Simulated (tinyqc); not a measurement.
# Frequency dispersion of an accumulation capacitance by border traps, distributed model: capacitance and loss against frequency

Traps spread evenly through the insulator exchange electrons with the semiconductor by tunnelling, with tau(x) = t0 exp(2 ka x) at depth x from the interface. The admittance per area Y seen at depth x obeys dY/dx = -Y^2/(i w eps0 eox) + q Nb ln(1 + i w tau)/tau, with Y(0) = i w Cs and w = 2 pi f; the gate sees Y(tox) = G + i w C. Working variable y = Y/(i w), in uF/cm^2. Cox = eps0 eox/tox.

Cox; trap-free value 1/(1/Cox + 1/Cs); response depth d = ln(1/(w t0))/(2 ka), where w tau = 1; lumped estimate: all traps within d act as C_bt = q Nb d placed at d/2, so C = 1/{1/[1/(1/Cs + d/(2 eps0 eox)) + C_bt] + (tox - d/2)/(eps0 eox)}. C and G from a fine integration; dispersion -d C/d log10 f over C, from f times and over 1.1. For a broad spread of time constants G/w is close to -(pi/2) dC/d ln w.

Parameters, values chosen for the exercise; permittivity close to that of silicon dioxide: relative permittivity of the insulator eox = 3.86; insulator thickness tox = 7.6 nm; semiconductor capacitance in accumulation Cs = 0.99 uF/cm^2; density of border traps Nb = 3.6e19 cm^-3 eV^-1; decay constant of the wave function in the insulator ka = 5.9 1/nm; time constant of a trap at the interface t0 = 8e-10 s.

Constants: q = 1.602176634e-19 C, eps0 = 8.8541878128e-14 F/cm where lengths are in cm. Results are converted to the units shown.

The same in every row: trap-free C (uF/cm^2) = 0.3092.

Results:
```
f (Hz)  d (nm)  C (uF/cm^2)  G/w (uF/cm^2)  dispersion (% a decade)  -(pi/2) dC/d ln w (uF/cm^2)  lumped C (uF/cm^2)
10       1.424       0.3897       0.007221                    2.714                     0.007215              0.3811
100      1.229       0.3793       0.007080                    2.734                     0.007074              0.3718
10000   0.8388       0.3588       0.006924                    2.826                     0.006917              0.3530
1e5     0.6437       0.3487       0.006918                    2.905                     0.006910              0.3433
1e6     0.4486       0.3385       0.006961                    3.014                     0.006960              0.3334
1e7     0.2534       0.3282       0.006998                    3.163                     0.007083              0.3231
```

Estimate the missing row, f = 1000 Hz.

Computed row:
```
f (Hz)  d (nm)  C (uF/cm^2)  G/w (uF/cm^2)  dispersion (% a decade)  -(pi/2) dC/d ln w (uF/cm^2)  lumped C (uF/cm^2)
1000     1.034       0.3690       0.006980                    2.770                     0.006973              0.3625
```

With this row back in the table: C falls from 0.3897 to 0.3282 uF/cm^2, towards the trap-free 0.3092; each decade of frequency removes ln 10/(2 ka) = 0.195 nm from the response depth. The dispersion rises from 2.71 to 3.16 % a decade and G/w goes from 0.00722 through a minimum of 0.00692 (at f = 1e5 Hz among the rows listed) to 0.00700 uF/cm^2. G/w lies between 0.988 and 1.00 times -(pi/2) dC/d ln w, the relation for a broad spread of time constants.

tinyqc, about 0.6 s, one thread, Intel Xeon 2.30GHz (shared host): `OMP_NUM_THREADS=1 python tinyqc.py 2202117 2202118 out.jsonl`
